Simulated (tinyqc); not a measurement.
Inside a calculation: five-level k.p model folded onto the conduction band. Values are carried at full precision from step to step, so a last printed digit may differ when a step is redone from the rounded ones.

Second-order sums for the lowest conduction level at E: 1/m = 1 + Cm + (Ep/3)(2/E + 1/(E + Dso)) - (Ep2/3)(2/(E7 + D2 - E) + 1/(E7 - E)); g/2 = 1 + Cg - (Ep/3)(1/E - 1/(E + Dso)) - (Ep2/3)(1/(E7 - E) - 1/(E7 + D2 - E)). E is counted from the top of the valence band; E = Eg at the edge.

Constants: hbar^2/2m0 = 3.80998211 eV angstrom^2.

Inputs chosen for the exercise (near those of InAs; shifted at random, so the results belong to these values and not to a real crystal): Eg = 0.426 eV (gap at Gamma to the s-like level); Dso = 0.388 eV (spin-orbit splitting); Ep = 20.9 eV (Kane energy); E7 = 4.33 eV (upper Gamma7 conduction level, from the valence top); D2 = 0.17 eV (its spin-orbit splitting, Gamma8 above Gamma7); Ep2 = 4.1 eV (Kane energy to the upper levels); Cm = -1.5 (remote term in 1/m); Cg = -0.02 (remote term in g/2); k = 0.025 1/angstrom (wave vector along z).

## Mass and g factor term by term

Evaluate at E = Eg.

Terms:
```
level           part of 1/m  part of g
free + remote       -0.5000     1.9600
Gamma8 valence      32.7074   -32.7074
Gamma7 valence       8.5586    17.1171
Gamma8 upper        -0.6709     0.6709
Gamma7 upper        -0.3501    -0.7001
```

m = 0.0252 m0
g = -13.659

The valence levels give 41.27 to 1/m and the upper levels take 1.02 away. In g the two valence terms nearly cancel when Dso is small against Eg; here Dso/Eg = 0.91 and they leave -15.590, the upper pair -0.029.

## The matrix at one k

For k along z and one spin sector the level c couples to four states. With c0 = hbar^2/2m0, P = sqrt(Ep c0), P2 = sqrt(Ep2 c0): diagonal Eg + (1 + Cm) c0 k^2 for c, and 0, -Dso, E7 + D2, E7 for lh, so, G8 up, G7 up (their own dispersion is left out); couplings of c: sqrt(2/3) P k to lh, sqrt(1/3) P k to so, sqrt(2/3) P2 k to G8 up, sqrt(1/3) P2 k to G7 up (phases chosen real).

Fill in the matrix.

H (eV), rows c, lh, so, G8 up, G7 up and columns alike:
```
[[0.42481, 0.18215, 0.12880, 0.08068, 0.05705],
 [0.18215, 0, 0, 0, 0],
 [0.12880, 0, -0.38800, 0, 0],
 [0.08068, 0, 0, 4.50000, 0],
 [0.05705, 0, 0, 0, 4.33000]]
```

## Exact folding onto c

Solve E = H_cc + S(E), S(E) = sum_j H_cj^2/(E - H_jj), from E = H_cc, by plain substitution and by Newton steps on E - H_cc - S(E). The weight of c in the state is Z = 1/(1 - dS/dE). The exact level is the third eigenvalue of H from below.

Iterates (eV):
```
step  substitution   Newton
0          0.42481  0.42481
1          0.52089  0.50424
2          0.50427  0.50639
3          0.50672  0.50640
4          0.50635  0.50640
5          0.50640  0.50640
6          0.50639  0.50640
7          0.50640  0.50640
```

exact level = 0.50640 eV
Z = 0.8690

Substitution multiplies the error by about dS/dE = 1 - 1/Z = -0.151 a step, so it alternates; after 7 steps it is off by 1.7e-07 eV, while Newton is within 1e-5 eV from step 2 on.

## Loewdin series

Expanding E = H_cc + S(E) about Eg in powers of k^2, with s_n = sum_j H_cj^2/(Eg - H_jj)^n: order k^2: e2 = (1 + Cm) c0 k^2 + s1; order k^4: e4 = -s2 e2; order k^6: e6 = s3 e2^2 + s2^2 e2.

Give each order and the partial sums, counted from Eg.

s1 (eV), s2 (no unit), s3 (1/eV); (1 + Cm) c0 k^2 is H_cc - Eg: [0.09583, 0.20847, 0.45978]

e2, e4, e6 (eV): [0.09464, -0.01973, 0.00823]

partial sums (eV): [0.09464, 0.07491, 0.08314]

The exact value is 0.08040 eV; the errors of the partial sums are +14.25, -5.48 and +2.75 meV.

## Checks

- Curvature of the exact level at small k against the sum for 1/m: both 39.745.

Run: tinyqc, `OMP_NUM_THREADS=1 python tinyqc.py 1080612 1080613 out.jsonl`; Intel(R) Xeon(R) Processor @ 2.30GHz, one thread, shared host; about 0.01 s of CPU time with all checks.
